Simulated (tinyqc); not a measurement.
## Gate sheet resistance from two finger widths

Problem. At low frequency R = Rsh Wf/(3 L) + B/Wf, where B collects the channel and vertical terms. Find Rsh, B and the width of lowest R.

Parameters, values chosen for the exercise: channel length L = 0.77 um.

input resistance of single fingers, contacted at one end, of width 1.1 and 6.6 um (ohm): 52.948052  31.324675

Solution. R Wf is a straight line in Wf^2; the minimum of R lies where both terms are equal.

Rsh = 8.100 ohm/square
B = 54.00 ohm um
width of lowest R = 3.924 um

Computed by the program tinyqc: `OMP_NUM_THREADS=1 python tinyqc.py 2262223 2262224 out.jsonl`, one thread of a shared Intel Xeon 2.30GHz, about 0.01 s for the whole run.
